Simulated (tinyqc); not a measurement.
Surface photovoltage measurement of the minority-carrier diffusion length in a wafer. From photovoltage V back to photon flux entering. Computed by tinyqc, a small Python program. Command: `OMP_NUM_THREADS=1 python tinyqc.py 3130411 3130412 out.jsonl spv inv`. One thread of a shared host (Intel(R) Xeon(R) Processor @ 2.30GHz), about 0.02 s of CPU time with the checks.

Low injection, steady light, a depletion layer much thinner than 1/alpha and L. The excess density dn is taken at the front edge of the neutral region; light that reaches the back is lost.

Inputs (values chosen for the exercise, modelled on p-type silicon at room temperature): diffusion length L = 18 micrometre; wafer thickness W = 725 micrometre; diffusivity D = 26 cm^2/s; front recombination velocity S_f = 73000 cm/s; back recombination velocity S_b = 40000 cm/s; minority density at the surface barrier scale n_0 = 5.2e+10 1/cm^3; temperature T = 298 K; wavelength = 957 nm.

Constants: k_B = 8.617333262e-05 eV/K.

Method:
- alpha = (84.732/lambda - 76.417)^2 per cm with lambda in micrometre (an empirical fit for silicon between 0.7 and 1.05 micrometre).
- Thick wafer: dn = Phi L/((S_f + D/L)(L + 1/alpha)). Finite wafer, with s = S_b L/D, w = W/L, a = alpha L: dn = [Phi a/(a^2 - 1)] [a - B - exp(-alpha W)(a - s)/(cosh w + s sinh w)]/(S_f + B D/L), B = (sinh w + s cosh w)/(cosh w + s sinh w).
- Photovoltage V = (k_B T/e) ln(1 + dn/n_0). Lifetime = L^2/D.

Question. A run gave the result below. Find the photon flux entering, known to lie between 1.3e+13 and 4.5e+13 1/(cm^2 s).

photovoltage V = 0.02938621 mV

Answer.

Each step takes the trial c = (a f_b - b f_a)/(f_b - f_a), f being the result less the target and a, b, c the logarithms of the listed values; c replaces end b, the old b replaces a if the sign of f changed, and otherwise f_a is halved.

Scan of the range:
```
photon flux entering (1/(cm^2 s))  photovoltage V (mV)
1.30e+13                                     0.0153526
1.60e+13                                     0.0188942
1.97e+13                                     0.0232614
2.42e+13                                     0.0285720
2.97e+13                                     0.0350612
3.66e+13                                     0.0431999
4.50e+13                                     0.0531044
```

False position (Illinois rule, in the logarithm of the input) inside the bracket:
```
step        end a        end b        trial  photovoltage V (mV)
1     2.42000e+13  2.97000e+13  2.48299e+13            0.0293153
2     2.97000e+13  2.48299e+13  2.48848e+13            0.0293801
3     2.97000e+13  2.48848e+13  2.48943e+13            0.0293912
4     2.48848e+13  2.48943e+13  2.48900e+13            0.0293862
5     2.48943e+13  2.48900e+13  2.48900e+13            0.0293862
```

Photovoltage V rises at every point of a 13-point scan of the range (every second point is shown), so one value fits; it is bracketed by 2.42e13 and 2.97e13. Answer: photon flux entering = 2.489e13 1/(cm^2 s).
